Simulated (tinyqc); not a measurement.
Worked calculation: MP2 on RHF in the sto-3g basis, for H6, spin multiplicity 1. One step of it, computed by the program tinyqc.

Problem. Iteration 7 (converged): orbitals. Diagonalise F' = X^T F X, C = X C', fill 3 alpha and 3 beta electrons from the bottom; D = 2 C_occ C_occ^T. Each column has its largest component positive (the first on a tie).

converged F (hartree), lower triangle:
```
           1H 1s      2H 1s      3H 1s      4H 1s      5H 1s      6H 1s
1H 1s  -0.287254
2H 1s  -0.523434  -0.369222
3H 1s  -0.157152  -0.372972  -0.376159
4H 1s  -0.016783  -0.156554  -0.532281  -0.376395
5H 1s   0.000271  -0.023978  -0.156809  -0.373487  -0.369473
6H 1s  -0.006124   0.000275  -0.016817  -0.157405  -0.523454  -0.287265
```

X, lower triangle:
```
           1H 1s      2H 1s      3H 1s      4H 1s      5H 1s     6H 1s
1H 1s   1.160748
2H 1s  -0.381728   1.281463
3H 1s   0.065178  -0.334245   1.292065
4H 1s  -0.013883   0.070252  -0.416383   1.292415
5H 1s   0.002358  -0.010230   0.070320  -0.334777   1.281832
6H 1s  -0.000572   0.002357  -0.013886   0.065252  -0.381806  1.160767
```

Give: F' = X^T F X; orbital energies; coefficients C; D after iteration 7.

Solution.

F' = X^T F X (hartree), lower triangle:
```
        1       2       3       4       5      6
1   0.016
2  -0.552   0.097
3   0.076  -0.388   0.105
4   0.003   0.083  -0.587   0.106
5   0.005  -0.013   0.083  -0.388   0.097
6  -0.009   0.005   0.003   0.076  -0.552  0.016
```

orbital energies (hartree): MO1 -0.674, MO2 -0.554, MO3 -0.378, MO4 0.302, MO5 0.662, MO6 1.080

coefficients C:
```
         MO1     MO2     MO3     MO4     MO5     MO6
1H 1s  0.176   0.360  -0.429  -0.624  -0.729  -0.481
2H 1s  0.268   0.409  -0.283   0.380   0.874   0.823
3H 1s  0.367   0.112   0.436   0.595  -0.308  -1.085
4H 1s  0.368  -0.112   0.436  -0.595  -0.308   1.086
5H 1s  0.269  -0.409  -0.283  -0.380   0.873  -0.825
6H 1s  0.176  -0.359  -0.429   0.625  -0.728   0.482
```

D after iteration 7, lower triangle:
```
        1H 1s   2H 1s   3H 1s   4H 1s  5H 1s  6H 1s
1H 1s   0.688
2H 1s   0.631   0.639
3H 1s  -0.164   0.043   0.675
4H 1s  -0.324  -0.140   0.625   0.675
5H 1s   0.043  -0.030  -0.140   0.043  0.639
6H 1s   0.172   0.043  -0.325  -0.164  0.631  0.688
```
